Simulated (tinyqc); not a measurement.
Comparisons within one model: Shockley state of an s-p chain by decimation. A value that a table varies takes the place of the one given here.

Each site has s at -d/2 and p at +d/2: H0 = diag(-d/2, d/2). The block to the next site on the right is H1 = [[-ts, u], [-u, tp]] (rows s, p of site n; columns s, p of site n + 1). Bulk: H(k) = [[-d/2 - 2 ts cos k, 2i u sin k], [-2i u sin k, d/2 + 2 tp cos k]]. The bands are inverted at k = pi if d < 2 (ts + tp).

Decimation (Sancho-Rubio) at z = E + i eta: start with es = e = H0, A = H1, B = H1^T. Each round forms g = (z - e)^-1 and sets es += A g B, e += A g B + B g A, A = A g A, B = B g B, doubling the length covered. Stop when all |A| < 1e-10. Surface G = (z - es)^-1, bulk G = (z - e)^-1; densities -Im tr G/pi.

Values chosen for the exercise:
- d = 1.81 eV (Ep - Es)
- ts = 1.18 eV (s-s hopping)
- tp = 1.05 eV (p-p hopping)
- u = 1.13 eV (s-p hopping)
- eta = 0.02 eV (broadening)
- E1 = -1.4 eV (first energy)
- dE = 0.305 eV (step)
- E = -0.34 eV (energy)

## Surface against bulk across the gap

Eleven energies E1 + j dE.

Densities (1/eV):
```
E (eV)  surface    bulk
-1.400   0.1402  0.4256
-1.095   0.0115  0.0559
-0.790   0.0103  0.0084
-0.485   0.0203  0.0044
-0.180   0.0990  0.0033
0.125    0.9479  0.0030
0.430    0.0389  0.0034
0.735    0.0136  0.0047
1.040    0.0089  0.0091
1.345    0.0124  0.0541
1.650    0.1872  0.4907
```

edges of the bulk gap (201 k points) (eV): -1.1950  1.4550

Inside the gap the bulk density is only the tail of the broadening, at least 0.0030. The surface density peaks at 0.125 eV among these rows (0.948); a chain of 60 sites puts the surface level at 0.0528 eV.

## Through the band inversion

d = f 2 (ts + tp). Gap edges from 201 k points; levels in the gap from an open chain of 60 sites (their mean, and the weight on the two end sites summed over them, divided by their number); a dash: none.

Against d:
```
f     d (eV)  top of lower band (eV)  bottom of upper band (eV)  levels in the gap  mean level (eV)  end weight
0.10   0.446                 -1.8770                     2.1370                  2           0.0130       0.990
0.30   1.338                 -1.4310                     1.6910                  2           0.0390       0.910
0.50   2.230                 -0.9850                     1.2450                  2           0.0650       0.750
0.70   3.122                 -0.5390                     0.7990                  2           0.0910       0.510
0.85   3.791                 -0.2045                     0.4645                  2           0.1105       0.277
1.15   5.129                 -0.2045                     0.4645                  0                -           -
1.30   5.798                 -0.5390                     0.7990                  0                -           -
1.60   7.136                 -1.2080                     1.4680                  0                -           -
```

Levels in the gap appear for f = 0.1, 0.3, 0.5, 0.7 and 0.85 and for none of the other rows; the gap closes at f = 1. The level lies at 0.0130 eV for f = 0.1 and 0.1105 eV for f = 0.85, on the line E = d (ts - tp)/(2 (ts + tp)), and its end weight goes from 0.99 to 0.28: no shift of the surface potential is needed, the inversion alone binds it.

## What each parameter does

Gap edges from 201 k points between 0 and pi, and the surface density at E by decimation. Each row changes one parameter from the base and keeps the others.

Results:
```
case           top of lower band (eV)  bottom of upper band (eV)  surface density (1/eV)
base                          -1.1950                     1.4550                  0.0361
d = 1.991 eV                  -1.1045                     1.3645                  0.0339
ts = 1.298 eV                 -1.1950                     1.6910                  0.0301
tp = 1.155 eV                 -1.4050                     1.4550                  0.0456
u = 1.243 eV                  -1.1950                     1.4550                  0.0359
eta = 0.04 eV                 -1.1950                     1.4550                  0.0717
```

The largest shifts from the base row, up to three for each result and ties (the steps differ in size, so this ranks the rows, not the parameters). top of lower band (eV): tp -0.2100, d +0.0905; unchanged at the printed digits by ts, u and eta. bottom of upper band (eV): ts +0.2360, d -0.0905; unchanged at the printed digits by tp, u and eta. surface density (1/eV): eta +0.0356, tp +0.0095, ts -0.0060. The base chain is inverted, so a surface state lies in the gap; E lies in the gap.

(tinyqc, `OMP_NUM_THREADS=1 python tinyqc.py 1482837 1482838 out.jsonl`, Intel(R) Xeon(R) Processor @ 2.30GHz, 1 thread, shared host, about 0.3 s.)
